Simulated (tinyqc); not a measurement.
Two-sublattice mean-field magnet: ferrimagnet, compensation points and susceptibility. Changing the fraction x of B sites. Computed by tinyqc, a small Python program. Command: `OMP_NUM_THREADS=1 python tinyqc.py 3001103 3001104 out.jsonl ferri sweep`. One thread of a shared host (Intel(R) Xeon(R) Processor @ 2.30GHz), about 0.04 s of CPU time with the checks.

A random alloy A(1-x)B(x) with H = -sum over pairs J S_i.S_j. a = <S_A> and b = <S_B> are taken along z, a > 0. Exchange fields: h_A = (1 - x) zJ_AA a + x zJ_AB b, h_B = (1 - x) zJ_AB a + x zJ_BB b; a = S_A B_(S_A)(S_A h_A/(k_B T)) and likewise for b, with the Brillouin function B_S(y) = [(2S + 1)/(2S)] coth[(2S + 1) y/(2S)] - [1/(2S)] coth[y/(2S)].

Inputs (values chosen for the exercise, for a model ferrimagnet): spin S_A = 1.5; spin S_B = 1.5; g factor g_A = 2.1; g factor g_B = 2; z J_AA = 23.5 meV; z J_BB = 1.4 meV; z J_AB = -3.3 meV; T over T_c = 0.36; largest number of steps = 3000.

Constants: k_B = 8.617333262e-05 eV/K.

Method:
- Linearised, T (a, b) = M (a, b) with M_ij = S_i (S_i + 1) c_j zJ_ij/(3 k_B), c_A = 1 - x, c_B = x. T_c is the larger eigenvalue, and its eigenvector gives b/a at onset, (T_c - M_AA)/M_AB.
- Repeat from a = S_A, b = -S_B until a and b change by less than 1e-10.
- Net moment m = (1 - x) g_A a + x g_B b in mu_B per site; net spin s = (1 - x) a + x b. At T = 0, a = S_A and b = -S_B. Effective g = m/s.
- T_M: m = 0; T_A: s = 0; searched between 0.02 and 0.97 T_c, and given as 0 if there is no change of sign.

One run for each value; columns: (1) fraction x of B sites; (2) m at T = 0 (mu_B); (3) magnetic compensation T_M (K); (4) T_c (K); (5) net moment m (mu_B); (6) angular-momentum compensation T_A (K):
```
(1)       (2)     (3)     (4)     (5)     (6)
0.08   2.6580   0.000  314.15  2.7333   0.000
0.13   2.3505   0.000  297.45  2.5250   0.000
0.18   2.0430   0.000  280.74  2.3157   0.000
0.24   1.6740   0.000  260.70  2.0628   0.000
0.29   1.3665   0.000  244.01  1.8502   0.000
0.34   1.0590   0.000  227.32  1.6355   0.000
0.39   0.7515   0.000  210.63  1.4182   0.000
0.45   0.3825   0.000  190.61  1.1525   0.000
0.50   0.0750   0.000  173.94  0.9257   0.000
0.55  -0.2325  21.591  157.28  0.6919  24.322
```

Over the rows, m at T = 0 (mu_B) falls from 2.66 to -0.233; magnetic compensation T_M (K) rises from 0 to 21.6, flat over part of the range; T_c (K) falls from 314 to 157 (exponent d ln y / d ln x -0.11 between the first rows and -1.1 between the last). A zero marks no compensation point.

Extremes, crossings and ranges named in words are read from the listed rows.
